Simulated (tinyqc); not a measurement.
Interpolating the pair or each band alone: Wannier functions of a composite (isolated) pair of valence bands (bonds of an sp chain).

Each atom has a hybrid pointing left (<) and right (>). H(k): diagonal +V3 on A, -V3 on B; <A<|A>> = -V1a, <B<|B>> = -V1b, <A>|B<> = -V2, <B>|A<> = -V2p exp(ik); k in 1/a, Bloch sums with exp(ikR). The two lowest bands are filled. Trial functions in cell 0: g1 = cos(c) A> + sin(c) B<, and g2 = sin(c) B> + cos(c) A< of cell 1, whose Bloch vector has cos(c) exp(-ik) on A<. Projection A_mn = <psi_m|g_n>, S = A^+ A, Loewdin U = A S^(-1/2), Bloch-like states w_n = sum_m psi_m U_mn, H_W(k) = U^+ diag(E) U. P = sum_m |psi_m><psi_m| is free of phase choices, and S = g^+ P g, w = P g S^(-1/2).

Inputs chosen for the exercise: V2 = 3.73 eV (coupling in the bond A-B inside the cell); V2p = 2.68 eV (coupling in the bond to the next cell); V1a = 1.78 eV (coupling of the two hybrids on A); V1b = 1.39 eV (the same on B); V3 = 0 eV (A at +V3, B at -V3); c = 55 degrees (trial bonds cos(c) on A, sin(c) on B).

Largest error on 25 points from 0 to pi. Pair: diagonalise the Hermitian part of sum_R exp(ikR) H(R) over the N cells nearest the origin, with H(R) the mean of exp(-ikR) H_W(k) on the mesh k = 2 pi j/N. Alone: the cosine series of each sorted band on the same mesh.

Errors (meV):
```
N       pair  each band alone
3   50.55785        122.88324
4   24.13095         27.35910
5    5.72394         37.01016
6    2.83061          5.94304
8    0.47458          2.28578
14   0.00298          0.10052
```

Give the missing row, N = 10.

Computed row:
```
N      pair  each band alone
10  0.08117          0.76973
```

smallest spacing of the two filled bands = 1.1201 eV

At N = 6 the pair errs by 2.8 meV and the single bands by 5.9; at N = 10, 0.081 against 0.77. Both fall exponentially: the pair at a rate tied to the gap to the empty bands (3.08 eV), the single bands at a slower one tied to their own spacing (1.120 eV at the closest). Not every column falls at every step, since even meshes hold k = pi and odd ones do not.

Program tinyqc; command `OMP_NUM_THREADS=1 python tinyqc.py 1452885 1452886 out.jsonl`; about 0.3 s on one thread of a shared Intel(R) Xeon(R) Processor @ 2.30GHz.
